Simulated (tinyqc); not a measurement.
Changing the length N of the open chain: classical Heisenberg spin chain: exact results, Metropolis, heat-bath and over-relaxation steps, and a Monte Carlo run. Computed by tinyqc, a small Python program. Command: `OMP_NUM_THREADS=1 python tinyqc.py 3130078 3130079 out.jsonl heismc sweep`. One thread of a shared host (Intel(R) Xeon(R) Processor @ 2.30GHz), about 0.01 s of CPU time with the checks.

E = -J sum_i s_i . s_(i+1) for unit vectors s_i on an open chain; K = J/(k_B T).

Inputs (values chosen for the exercise, for a model chain of large moments): coupling J = 24 meV; temperature T = 258 K; moment mu = 4.7 mu_B.

Constants: k_B = 8.617333262e-05 eV/K; mu_B = 5.7883818060e-05 eV/T.

Method. Each bond angle is independent, so u = <s_i . s_(i+1)> = coth K - 1/K, <s_i . s_(i+n)> = u^n, correlation length xi = -1/ln|u|, energy per bond -J u, heat capacity per bond c/k_B = 1 - K^2/sinh^2 K, and for the long chain chi = mu^2 (1 + u)/(3 k_B T (1 - u)) per spin. For N spins, <|sum s|^2>/N = (1 + u)/(1 - u) - 2 u (1 - u^N)/(N (1 - u)^2); the long chain has (1 + u)/(1 - u), chi over the Curie value, and the difference is relative to it.

One run for each value:
```
length N of the open chain  <|sum s|^2>/N  difference from the long chain (%)
2                                  1.3347                             -33.465
3                                  1.5209                             -24.182
5                                  1.7048                             -15.011
8                                  1.8170                              -9.420
12                                 1.8800                              -6.281
20                                 1.9304                              -3.769
40                                 1.9682                              -1.884
80                                 1.9871                              -0.942
200                                1.9984                              -0.377
```

Over the rows, <|sum s|^2>/N rises from 1.33 to 2.00 (exponent d ln y / d ln x 0.32 between the first rows and 0.0062 between the last); difference from the long chain (%) rises from -33.5 to -0.377 (exponent d ln y / d ln x -0.80 between the first rows and -1.00 between the last).
